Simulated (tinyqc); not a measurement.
Square on-chip spiral inductor, lumped pi model: two steps of the calculation.

Outer diameter do = di + 2 n wd + 2 (n - 1) sp, mean da = (do + di)/2, fill p = (do - di)/(do + di), length l = 4 n da. L = 2.34 mu0 n^2 da/(1 + 2.75 p), mu0 = 4 pi 1e-7 H/m. Rs = rho l/(wd delta (1 - exp(-th/delta))), delta = sqrt(rho/(pi f mu0)). Cs = n wd^2 eps0 eo/hu across the coil. At each end Cox = l wd eps0 eo/(2 ho) leads to the substrate branch Rsi = 2 rs he/(l wd) in parallel with Csi = l wd eps0 11.7/(2 he). With one end grounded Y = 1/(Rs + i w L) + i w Cs + 1/[1/(i w Cox) + 1/(1/Rsi + i w Csi)], w = 2 pi f; Q = -Im Y/Re Y. Eddy currents in neighbouring turns and in the substrate are left out.

Parameters, values chosen for the exercise; values of the order met in silicon radio-frequency processes: number of turns n = 6.5; line width wd = 10 um; space between turns sp = 2 um; inner diameter di = 100 um; metal thickness th = 2 um; metal resistivity rho = 2.2 uohm cm; oxide below the coil ho = 9.5 um; oxide between coil and underpass hu = 0.6 um; relative permittivity of the oxide eo = 4.1; substrate resistivity rs = 1 ohm cm; effective spreading depth in the substrate he = 80 um; frequency f = 2.9 GHz.

Constants: eps0 = 8.8541878128e-12 F/m. Results are converted to the units shown.

Problem 1. Geometry and model elements. do, l, L, delta, Rs, Cs, Cox, Rsi and Csi as defined.

Find: do; l; L; delta; Rs; Cs; Cox; Rsi; Csi.

Solution 1.

do = 252.00 um
l = 4576.0 um
L = 9.9958 nH
delta = 1.3862 um
Rs = 9.5091 ohm
Cs = 39.327 fF
Cox = 87.431 fF
Rsi = 34.965 ohm
Csi = 29.628 fF

Problem 2. Admittance, quality factor and apparent inductance. Series branch 1/(Rs + i w L), substrate branch, total Y, Q = -Im Y/Re Y, apparent inductance Im(1/Y)/w, metal-only value w L/Rs, share of the loss in the substrate Re(substrate branch)/Re Y.

L = 9.9957881 nH
Rs = 9.5090589 ohm
Cs = 39.327351 fF
Cox = 87.430911 fF
Rsi = 34.965035 ohm
Csi = 29.627883 fF

Give: series branch; substrate branch; Y; Q; apparent inductance; w L/Rs; share of the loss in the substrate.

Solution 2.

series branch = 0.286-5.475i mS
substrate branch = 0.088+1.587i mS
Y = 0.374-3.172i mS
Q = 8.480
apparent inductance = 17.06 nH
w L/Rs = 19.15
share of the loss in the substrate = 23.59 %

Q is 44.3 % of the metal-only value.

tinyqc, about 0.01 s, one thread, Intel Xeon 2.30GHz (shared host): `OMP_NUM_THREADS=1 python tinyqc.py 2302199 2302200 out.jsonl`
